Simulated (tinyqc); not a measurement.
Valley splitting in a one-orbital chain of atomic planes (second-neighbour model): one step. Levels and the valley doublet. Three cases, with inputs chosen for the exercise.

Problem. Diagonalise H. The two lowest levels are the doublet made from the valleys at +k0 and -k0; give their splitting, the weights of the lowest state, and its parity under reversal of the planes.

Case 1.

H (eV):
```
           1         2         3         4         5         6         7         8         9        10        11
1   1.311796  0.528625  0.597430         0         0         0         0         0         0         0         0
2   0.528625  1.311796  0.528625  0.597430         0         0         0         0         0         0         0
3   0.597430  0.528625  1.311796  0.528625  0.597430         0         0         0         0         0         0
4          0  0.597430  0.528625  1.311796  0.528625  0.597430         0         0         0         0         0
5          0         0  0.597430  0.528625  1.311796  0.528625  0.597430         0         0         0         0
6          0         0         0  0.597430  0.528625  1.311796  0.528625  0.597430         0         0         0
7          0         0         0         0  0.597430  0.528625  1.311796  0.528625  0.597430         0         0
8          0         0         0         0         0  0.597430  0.528625  1.311796  0.528625  0.597430         0
9          0         0         0         0         0         0  0.597430  0.528625  1.311796  0.528625  0.597430
10         0         0         0         0         0         0         0  0.597430  0.528625  1.311796  0.528625
11         0         0         0         0         0         0         0         0  0.597430  0.528625  1.311796
```

Case 2.

H (eV):
```
           1         2         3         4         5         6         7         8         9        10        11
1   1.534812  0.777769  0.651308         0         0         0         0         0         0         0         0
2   0.777769  1.534812  0.777769  0.651308         0         0         0         0         0         0         0
3   0.651308  0.777769  1.534812  0.777769  0.651308         0         0         0         0         0         0
4          0  0.651308  0.777769  1.534812  0.777769  0.651308         0         0         0         0         0
5          0         0  0.651308  0.777769  1.534812  0.777769  0.651308         0         0         0         0
6          0         0         0  0.651308  0.777769  1.534812  0.777769  0.651308         0         0         0
7          0         0         0         0  0.651308  0.777769  1.534812  0.777769  0.651308         0         0
8          0         0         0         0         0  0.651308  0.777769  1.534812  0.777769  0.651308         0
9          0         0         0         0         0         0  0.651308  0.777769  1.534812  0.777769  0.651308
10         0         0         0         0         0         0         0  0.651308  0.777769  1.534812  0.777769
11         0         0         0         0         0         0         0         0  0.651308  0.777769  1.534812
12         0         0         0         0         0         0         0         0         0  0.651308  0.777769

          12
1          0
2          0
3          0
4          0
5          0
6          0
7          0
8          0
9          0
10  0.651308
11  0.777769
12  1.534812
```

Case 3.

H (eV):
```
          1         2         3         4         5         6         7         8
1  1.304030  0.604075  0.572315         0         0         0         0         0
2  0.604075  1.304030  0.604075  0.572315         0         0         0         0
3  0.572315  0.604075  1.304030  0.604075  0.572315         0         0         0
4         0  0.572315  0.604075  1.304030  0.604075  0.572315         0         0
5         0         0  0.572315  0.604075  1.304030  0.604075  0.572315         0
6         0         0         0  0.572315  0.604075  1.304030  0.604075  0.572315
7         0         0         0         0  0.572315  0.604075  1.304030  0.604075
8         0         0         0         0         0  0.572315  0.604075  1.304030
```

Give: levels; splitting; weights on the planes; parity of the lowest state.

Solution.

Case 1.

levels (eV): 0.1120  0.1521  0.4211  0.5594  0.8711  1.0309  1.3460  1.4668  2.1945  2.8907  3.3853

splitting = 40.10 meV

weights on the planes: 0.049  0.035  0.076  0.182  0.015  0.285  0.015  0.182  0.076  0.035  0.049

parity of the lowest state: even

The mean of the doublet lies 0.1321 eV above the bulk minimum, and level 3 lies 0.2890 eV above that mean; the weights oscillate from plane to plane because the two valleys interfere.

Case 2.

levels (eV): 0.1024  0.1349  0.3821  0.5029  0.7880  0.9250  1.1956  1.3618  2.1348  2.9696  3.7075  4.2132

splitting = 32.52 meV

weights on the planes: 0.035  0.053  0.019  0.199  0.020  0.173  0.173  0.020  0.199  0.019  0.053  0.035

parity of the lowest state: odd

The mean of the doublet lies 0.1187 eV above the bulk minimum, and level 3 lies 0.2635 eV above that mean; the weights oscillate from plane to plane because the two valleys interfere.

Case 3.

levels (eV): 0.1892  0.2148  0.6893  0.7316  1.1036  1.5881  2.5620  3.3536

splitting = 25.68 meV

weights on the planes: 0.094  0.007  0.258  0.141  0.141  0.258  0.007  0.094

parity of the lowest state: even

The mean of the doublet lies 0.2020 eV above the bulk minimum, and level 3 lies 0.4873 eV above that mean; the weights oscillate from plane to plane because the two valleys interfere.

Computed by tinyqc, one run a case: `OMP_NUM_THREADS=1 python tinyqc.py N N+1 out.jsonl` with N = 1450879, 1451040, 1451123; one thread of a shared Intel(R) Xeon(R) Processor @ 2.30GHz, about 0.01 s a run at most.
